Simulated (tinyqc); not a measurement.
From results back to parameters: spherical quantum dot. Three cases, with inputs chosen for the exercise.

Problem. The transition energy below was computed from a hidden radius.

Brus estimate with the correlation term of Kayanuma, both carriers between hard walls: E = Eg + c (pi/R)^2 (1/mw + 1/mh) - 1.786 q/(eps R) - 0.248 Ry*, with q = e^2/(4 pi eps0), Ry* = Ry mu/eps^2, 1/mu = 1/mw + 1/mh, a* = a0 eps/mu, c = hbar^2/2m0. It assumes R below about a*.

Constants: hbar^2/2m0 = 3.80998211 eV angstrom^2; e^2/(4 pi eps0) = 14.39964547 eV angstrom; Ry = 13.60569312 eV; a0 (Bohr radius) = 0.5291772105 angstrom; hc = 1239.841984 eV nm.

Find: E - Eg + 0.248 Ry*; R.

Case 1.

Values chosen (near those of a GaAs dot in AlGaAs; not measured data): Eg = 1.536 eV (bulk gap); mw = 0.0688 m0 (mass inside); mh = 0.41 m0 (hole mass); eps = 13.7 (dielectric constant inside).

E = 1.581102 eV

Solution.

E - Eg + 0.248 Ry* = 0.0462 eV
R = 99.0 angstrom

With u = 1/R the formula is a quadratic A u^2 - B u - D = 0, A = c pi^2/mu, B = 1.786 q/eps, D = E - Eg + 0.248 Ry*; for D > 0 it has one positive root, R = 2A/(B + sqrt(B^2 + 4 A D)).

Case 2.

Values chosen (near those of a non-polar GaN dot in AlGaN; not measured data): Eg = 3.465 eV (bulk gap); mw = 0.199 m0 (mass inside); mh = 0.35 m0 (hole mass); eps = 9.2 (dielectric constant inside).

E = 3.822361 eV

Solution.

E - Eg + 0.248 Ry* = 0.3624 eV
R = 25.0 angstrom

With u = 1/R the formula is a quadratic A u^2 - B u - D = 0, A = c pi^2/mu, B = 1.786 q/eps, D = E - Eg + 0.248 Ry*; for D > 0 it has one positive root, R = 2A/(B + sqrt(B^2 + 4 A D)). Hard walls and parabolic bands overstate so large a shift, so a real dot of this energy is smaller.

Case 3.

Values chosen (near those of a non-polar GaN dot in AlN; not measured data): Eg = 3.497 eV (bulk gap); mw = 0.198 m0 (mass inside); mh = 0.54 m0 (hole mass); eps = 9.6 (dielectric constant inside).

E = 3.772609 eV

Solution.

E - Eg + 0.248 Ry* = 0.2809 eV
R = 26.0 angstrom

With u = 1/R the formula is a quadratic A u^2 - B u - D = 0, A = c pi^2/mu, B = 1.786 q/eps, D = E - Eg + 0.248 Ry*; for D > 0 it has one positive root, R = 2A/(B + sqrt(B^2 + 4 A D)).

Computed by tinyqc, one run a case: `OMP_NUM_THREADS=1 python tinyqc.py N N+1 out.jsonl` with N = 1280589, 1280607, 1280836; one thread of a shared Intel(R) Xeon(R) Processor @ 2.30GHz, about 0.05 s a run at most.
